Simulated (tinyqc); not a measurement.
# Inputs raised by 2 %, one at a time

Model: stress in a transistor channel from embedded alloy regions, liners and fins, by half-space elasticity. Computed by tinyqc, a small Python program. Command: `OMP_NUM_THREADS=1 python tinyqc.py 3002215 3002216 out.jsonl stressor sens`. One thread of a shared host (Intel(R) Xeon(R) Processor @ 2.30GHz), about 0.05 s of CPU time with the checks.

Plane strain in an isotropic half-space, the same constants everywhere; x along the channel from its centre, y downwards from the free surface; stress is positive in tension.

Inputs (values chosen for the exercise, modelled on silicon):
```
quantity                                   value      unit
alloy fraction x                            0.29         -
lattice change per unit x, beta           0.0421         -
Young's modulus E                            163       GPa
Poisson ratio nu                            0.27         -
channel length L                              24        nm
length of each stressor S                    195        nm
recess depth d                                40        nm
depth of the field point y                   3.6        nm
length of a cut fin or stripe                380        nm
height of the strained layer h                32        nm
longitudinal piezoresistance coefficient      74  1e-11/Pa
vertical piezoresistance coefficient        -1.2  1e-11/Pa
```

Stressor: Si(1-x)Ge(x) source and drain.

Method:
- Misfit e = beta x. A fully constrained inclusion holds the stress -p with p = E e/(1 - 2 nu); a blanket film would hold -E e/(1 - nu) in the plane.
- A line element dA of misfit at (a, c) in the half-space gives, with C = E e/(2 pi (1 - nu)), X = x - a, r1^2 = X^2 + (y - c)^2, r2^2 = X^2 + Y^2, Y = y + c: s_xx = -C dA {[X^2 - (y - c)^2]/r1^4 + 3 [X^2 - Y^2]/r2^4 + 4 y Y (Y^2 - 3 X^2)/r2^6}, s_yy = C dA {[X^2 - (y - c)^2]/r1^4 - [X^2 - Y^2]/r2^4 + 4 y Y (Y^2 - 3 X^2)/r2^6}. These are integrated over two rectangles, L/2 < |a| < L/2 + S, 0 < c < d (closed form in a, 200 Gauss-Legendre points in c).
- At x = y = 0 the integral is s_xx = -(4/pi) [E e/(1 - nu)] [arctan(2 d/L) - arctan(d/(L/2 + S))].
- d mu/mu = -(pi_L s_xx + pi_z s_yy) for the embedded regions alone; the stress across the width is left out.
- Shear-lag estimate for a stripe of length l and height h on a like substrate: the stress along it is s(x)/s_film = 1 - cosh(x/lam)/cosh(l/(2 lam)), lam = (pi/2) g h with g = 1.258; mean = 1 - (2 lam/l) tanh(l/(2 lam)).

Runs:
```
input moved                          from      to  s_xx (MPa)  s_xx at the surface (MPa)  mobility change (%)  share kept on average
base run                                -       -       -2870                      -3778                212.4                 0.6688
Young's modulus E (GPa)               163  166.26       -2927                      -3854                216.6                 0.6688
Poisson ratio nu                     0.27  0.2754       -2891                      -3806                214.0                 0.6688
channel length L (nm)                  24   24.48       -2870                      -3760                212.4                 0.6688
length of each stressor S (nm)        195   198.9       -2882                      -3790                213.3                 0.6688
recess depth d (nm)                    40    40.8       -2873                      -3784                212.7                 0.6688
length of a cut fin or stripe (nm)    380   387.6       -2870                      -3778                212.4                 0.6751
height of the strained layer h (nm)    32   32.64       -2870                      -3778                212.4                 0.6624
```

Exponents ln(y'/y) / ln(x'/x):
```
input                            s_xx  s_xx at the surface  mobility change  share kept on average
Young's modulus E               1.000                1.000            1.000                  0.000
Poisson ratio nu                0.375                0.375            0.375                  0.000
channel length L                0.003               -0.246            0.002                  0.000
length of each stressor S       0.208                0.160            0.208                  0.000
recess depth d                  0.062                0.078            0.062                  0.000
length of a cut fin or stripe   0.000                0.000            0.000                  0.474
height of the strained layer h  0.000                0.000            0.000                 -0.487
```

To which inputs is each result most sensitive?

Among the inputs moved here: s_xx answers most in size to Young's modulus E (exponent +1.000), next to Poisson ratio nu (+0.375); its exponent is below 0.0005 for length of a cut fin or stripe, height of the strained layer h. s_xx at the surface answers most in size to Young's modulus E (exponent +1.000), next to Poisson ratio nu (+0.375); its exponent is below 0.0005 for length of a cut fin or stripe, height of the strained layer h. Mobility change answers most in size to Young's modulus E (exponent +1.000), next to Poisson ratio nu (+0.375); its exponent is below 0.0005 for length of a cut fin or stripe, height of the strained layer h. Share kept on average answers most in size to height of the strained layer h (exponent -0.487), next to length of a cut fin or stripe (+0.474); its exponent is below 0.0005 for Young's modulus E, Poisson ratio nu, channel length L, length of each stressor S, recess depth d.

Caution (all rows): beyond a few hundred MPa bulk piezoresistance coefficients no longer describe an inversion layer well.
